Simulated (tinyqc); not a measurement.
Stretching the bonds: Weaire-Thorpe hybrids on a Bethe lattice: gap and dangling bond of an amorphous tetrahedral solid.

Parameters, chosen for this exercise (out of a larger set: of the size of tabulated hybrid energies for amorphous germanium; not measured data): V1 = 1.98 eV (coupling of two hybrids on one atom); V2 = 4.15 eV (coupling of the two hybrids of a bond).

V2 is scaled as (d0/d)^2 and V1 stays. Bound 2 V2 - 4 V1; tree V2 - 2 V1 + sqrt(V2^2 + 4 V1^2 - 2 sqrt3 V1 V2); a negative bound means that a network with rings may have no gap.

Against d/d0:

| d/d0 | V2 (eV) | V2/V1 | bound (eV) | tree (eV) |
|---|---|---|---|---|
| 0.96 | 4.503 | 2.274 | 1.086 | 2.795 |
| 0.98 | 4.321 | 2.182 | 0.722 | 2.533 |
| 1.00 | 4.150 | 2.096 | 0.380 | 2.297 |
| 1.02 | 3.989 | 2.015 | 0.058 | 2.086 |
| 1.04 | 3.837 | 1.938 | -0.246 | 1.898 |
| 1.07 | 3.625 | 1.831 | -0.670 | 1.654 |
| 1.15 | 3.138 | 1.585 | -1.644 | 1.179 |

Give the missing row, d/d0 = 1.10.

Computed row:
```
d/d0  V2 (eV)  V2/V1  bound (eV)  tree (eV)
1.10    3.430  1.732      -1.060      1.450
```

The bound falls by 166 meV for each per cent of stretch near d0 and vanishes at d/d0 = 1.024, inside the table. Weak, stretched bonds therefore put states closest to the edges, one origin of band tails.

Program tinyqc; command `OMP_NUM_THREADS=1 python tinyqc.py 1480860 1480861 out.jsonl`; about 0.04 s on one thread of a shared Intel(R) Xeon(R) Processor @ 2.30GHz.
